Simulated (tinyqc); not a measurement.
Against thickness at fixed field: leakage through a gate insulator: direct, Fowler-Nordheim, trap-assisted and Poole-Frenkel currents. Computed by tinyqc, a small Python program. Command: `OMP_NUM_THREADS=1 python tinyqc.py 3004114 3004115 out.jsonl oxideleak walk`. One thread of a shared host (Intel(R) Xeon(R) Processor @ 2.30GHz), about 0.01 s of CPU time with the checks.

Electrons enter from the cathode Fermi level at x = 0; the conduction band of the insulator lies phi_b - e F x above it, F = V/t. WKB exponents use a parabolic band with mass m.

Inputs (values chosen for the exercise, with an insulator like SiO2):
```
quantity                          value   unit
thickness t                         1.7     nm
barrier phi_b                      3.15     eV
tunnelling mass m                  0.45    m_0
static constant eps_ox             3.77      -
voltage across the insulator V     0.85      V
trap depth phi_t                    1.8     eV
trap density N_t                3.8e+17  cm^-3
attempt rate nu_0                 4e+12    1/s
activation of capture E_a          0.27     eV
temperature T                       250      K
```

Constants: hbar^2/(2 m_0) = 3.80998212 eV angstrom^2; e = 1.602176634e-19 C; hbar = 1.054571817e-34 J s; k_B = 8.617333262e-05 eV/K.

Method:
- For a level a distance phi(x) below the band, the WKB exponent is 2 int kappa dx with kappa = sqrt(m phi/(hbar^2/2m_0)); for a linear barrier from phi_1 down to phi_2 = max(phi_1 - e F d, 0) it is G = (4/3) sqrt(m/(hbar^2/2m_0)) (phi_1^(3/2) - phi_2^(3/2))/(e F).
- J_tun = e^3 F^2/(16 pi^2 hbar m phi_b) x exp(-G) / [1 - sqrt(phi_2/phi_b)]^2 with the free-electron mass in the cathode (m in m_0), phi_2 = max(phi_b - e V, 0): direct tunnelling for e V < phi_b, Fowler-Nordheim above. Image forces, back-flow and the limit on supply are left out, so J_tun is overstated below about 0.5 V.
- Equivalent oxide thickness = 3.9 t/eps_ox.
- A trap at depth x lies phi_t below the band. Capture: tunnel at the cathode Fermi level from 0 to x (G_in from phi_1 = phi_b), rate nu_0 exp(-G_in - E_c/k_B T) with E_c = E_a + max(phi_b - phi_t - e F x, 0), the last term being the height of the trap above the cathode Fermi level. Emission: tunnel from the trap level to the anode (G_out from phi_1 = phi_t over t - x), rate nu_0 exp(-G_out - E_a/k_B T). Re-emission to the cathode follows from detailed balance, rate_back = rate_in exp(dE/k_B T) with dE = phi_b - phi_t - e F x. Each trap passes R = rate_in rate_out/(rate_in + rate_back + rate_out) electrons per second; filling from the anode is left out.
- J_TAT = e N_t int_0^t R dx by the midpoint rule on 400 intervals; the most effective depth is the midpoint with the largest R, rounded to 0.01 nm.

field F = 5 MV/cm

Currents:
```
t (nm)  V (V)  J_tun (A/cm^2)  J_TAT (A/cm^2)
1.2      0.60      2.4408e+03      4.9557e-24
1.6      0.80      1.7873e+01      6.9642e-22
2.2      1.10      1.9613e-02      1.6262e-18
3.0      1.50      5.4419e-06      3.5097e-15
4.0      2.00      7.8733e-10      3.6636e-15
5.5      2.75      3.7344e-14      3.6665e-15
7.5      3.75      1.5227e-15      3.6525e-15
10.0     5.00      1.5227e-15      3.6472e-15
```

What does the comparison show, and why?

Between the first rows J_tun falls by 5.34 decades per nm. From t = phi_b/(e F) = 6.30 nm it stops changing, since a triangular barrier does not feel the thickness. J_TAT overtakes J_tun between 5.5 and 7.5 nm.

Extremes, crossings and ranges named in words are read from the listed rows.
